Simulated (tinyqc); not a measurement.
From results back to parameters: Boltzmann transport in a parabolic band with a power-law relaxation time. Four cases, with inputs chosen for the exercise.

Problem. The Seebeck coefficient and the Hall density nH = n/rH are given; md is hidden (a Pisarenko analysis).

F_j(eta) = (1/Gamma(j + 1)) integral_0^infinity x^j dx/(1 + exp(x - eta)), which tends to exp(eta) for eta << 0.

n = N F_1/2(eta) with N = 2 (m kB T/(4 pi c))^(3/2) with c = hbar^2/2m0, in 1/angstrom^3; times 1e24 for 1/cm^3, m = md.

tau = tau0 x^r with x = E/kT. With K_j = Gamma(j + 1) F_j(eta): <tau> = tau0 (r + 3/2) K_(r+1/2)/((3/2) K_(1/2)); mu = <tau>/(mc m0/e), m0/e = 5.685630e-12 kg/C; Hall factor rH = (3/2) K_(1/2) (2r + 3/2) K_(2r+1/2)/((r + 3/2) K_(r+1/2))^2; Seebeck S = -(kB/e) [(r + 5/2) K_(r+3/2)/((r + 3/2) K_(r+1/2)) - eta]; Lorenz number L = (kB/e)^2 [(r + 7/2) K_(r+5/2)/((r + 3/2) K_(r+1/2)) - ((r + 5/2) K_(r+3/2)/((r + 3/2) K_(r+1/2)))^2]; kB/e in V/K. Valley anisotropy is left out of rH.

Constants: hbar^2/2m0 = 3.80998211 eV angstrom^2; kB = 8.617333262e-05 eV/K.

Find: eta; rH; n; md.

Method. S depends on eta alone and |S| falls steadily with it; eta gives rH and so n, and N = n/F_1/2(eta) gives md from N proportional to md^(3/2).

Case 1.

Values chosen (out of a larger set: masses near those of GaAs; tau0 is set for a mobility of the usual size at this n, kL is a free input; freeze-out and phonon drag, which matter near 77 K, are left out; not measured data): r = 0.5 (exponent of tau); T = 300 K.

S = -736.373 microvolt/K
nH = 1.5394e+15 1/cm^3

Solution.

eta = -5.54
rH = 1.104
n = 1.7e+15 1/cm^3
md = 0.067 m0

Case 2.

Values chosen (out of a larger set: masses near those of Ge; tau0 is set for a mobility of the usual size at this n, kL is a free input; freeze-out and phonon drag, which matter near 77 K, are left out; not measured data): r = 1.5 (exponent of tau); T = 300 K.

S = -139.470 microvolt/K
nH = 8.2765e+19 1/cm^3

Solution.

eta = 5.23
rH = 1.184
n = 9.8e+19 1/cm^3
md = 0.556 m0

Case 3.

Values chosen (out of a larger set: masses near those of SiC; tau0 is set for a mobility of the usual size at this n, kL is a free input; freeze-out and phonon drag, which matter near 77 K, are left out; not measured data): r = 1.5 (exponent of tau); T = 77 K.

S = -594.058 microvolt/K
nH = 6.7804e+16 1/cm^3

Solution.

eta = -2.88
rH = 1.917
n = 1.3e+17 1/cm^3
md = 0.806 m0

Case 4.

Values chosen (out of a larger set: masses near those of SiC; tau0 is set for a mobility of the usual size at this n, kL is a free input; freeze-out and phonon drag, which matter near 77 K, are left out; not measured data): r = 1.5 (exponent of tau); T = 400 K.

S = -673.140 microvolt/K
nH = 3.1663e+17 1/cm^3

Solution.

eta = -3.81
rH = 1.927
n = 6.1e+17 1/cm^3
md = 0.800 m0

Computed by tinyqc, one run a case: `OMP_NUM_THREADS=1 python tinyqc.py N N+1 out.jsonl` with N = 1682255, 1682268, 1682278, 1682301; one thread of a shared Intel(R) Xeon(R) Processor @ 2.30GHz, about 0.01 s a run at most.
